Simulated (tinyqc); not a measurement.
# Changing the nearest-neighbour distance d

Model: rigid-ion and shell models of the dielectric response of an ionic crystal. Computed by tinyqc, a small Python program. Command: `OMP_NUM_THREADS=1 python tinyqc.py 3017255 3017256 out.jsonl shell sweep`. One thread of a shared host (Intel(R) Xeon(R) Processor @ 2.30GHz), about 0.01 s of CPU time with the checks.

Charges +Z and -Z; 8 nearest neighbours, Madelung constant M = 1.762675, volume per ion pair Omega = 1.539601 d^3. Energy per pair U = -M Z^2 e2/d + 8 A exp(-d/rho), e2 = e^2/(4 pi eps_0). In the shell model the anion is a core of charge Y - Z and a massless shell of charge -Y, joined by the spring k; the repulsion acts on the shell. Each ion feels the Lorentz field E + (4 pi/3) P (Gaussian units).

Inputs (values chosen for the exercise, for a model crystal):
```
quantity                       value           unit
ionic charge Z                     1              e
hardness d/rho                  11.1              -
cation mass                     33.9              u
anion mass                     32.06              u
shell charge size Y             2.51              e
core-shell spring k             22.3  eV/angstrom^2
cation polarisability alpha_+   0.44     angstrom^3
```

Structure: caesium chloride.

Constants: e^2/(4 pi eps_0) = 14.39964548 eV angstrom; 1 eV/angstrom^3 = 160.2176634 GPa; nu for 1 eV/(angstrom^2 u) = 15.6333042 THz; 1 THz = 33.35640952 1/cm.

Method:
- Zero pressure fixes 8 A exp(-d/rho) = M Z^2 e2 rho/d^2. Then U = -(M Z^2 e2/d)(1 - rho/d), B = M Z^2 e2 (d/rho - 2)/(9 Omega d), and the spring of one sublattice against the other is R = (1/3) x (Laplacian of the repulsion summed over neighbours) = M Z^2 e2 (d/rho - 2)/(3 d^3), so R = 3 B Omega/d^2.
- Eliminating the shell gives the anion polarisability alpha_- = Y^2 e2/(k + R), the Szigeti charge Z_S = Z - Y R/(k + R) and the softened spring R' = k R/(k + R). With b = 4 pi (alpha_+ + alpha_-)/(3 Omega): eps_inf = (1 + 2b)/(1 - b) (Clausius-Mossotti); Born charge Z* = Z_S (eps_inf + 2)/3.
- mu lambda_TO = R' - (4 pi e2/(3 Omega)) Z_S^2/(1 - b); mu lambda_LO = mu lambda_TO + 4 pi e2 Z*^2/(eps_inf Omega); eps_s = eps_inf lambda_LO/lambda_TO.
- lambda in eV/(angstrom^2 u) gives the wavenumber 15.6333042 x 33.35640952 x sqrt(lambda); mu is the reduced mass.

One run for each value:
```
nearest-neighbour distance d (angstrom)  eps_s  eps_inf  omega_TO (1/cm)  bulk modulus B (GPa)
2.62                                     12.86    5.192            169.4                 56.68
2.77                                     10.18    4.052            159.9                 45.36
3.08                                      7.58    2.837            140.1                 29.68
3.23                                      6.91    2.501            131.5                 24.54
3.39                                      6.39    2.236            123.0                 20.22
3.54                                      6.02    2.046            115.8                 17.01
3.70                                      5.72    1.887            108.7                 14.25
3.85                                      5.50    1.768            102.7                 12.16
```

Give the missing row, nearest-neighbour distance d (angstrom) = 2.93.

Computed row:
```
nearest-neighbour distance d (angstrom)  eps_s  eps_inf  omega_TO (1/cm)  bulk modulus B (GPa)
2.93                                      8.55    3.305            149.4                 36.24
```

Interpolating between the two neighbouring rows (linearly) misses most in eps_inf, by 3.6 %. Over the rows, eps_s falls from 12.9 to 5.50 (exponent d ln y / d ln x -4.2 between the first rows and -1.00 between the last); eps_inf falls from 5.19 to 1.77 (exponent d ln y / d ln x -4.5 between the first rows and -1.6 between the last); omega_TO (1/cm) falls from 169 to 103 (exponent d ln y / d ln x -1.0 between the first rows and -1.4 between the last). The exponent of bulk modulus B stays at -4: B is an energy ~ 1/d over a volume ~ d^3. d/rho, k and the cation polarisability are held fixed, so each row is a different crystal at zero pressure, not one crystal under strain.
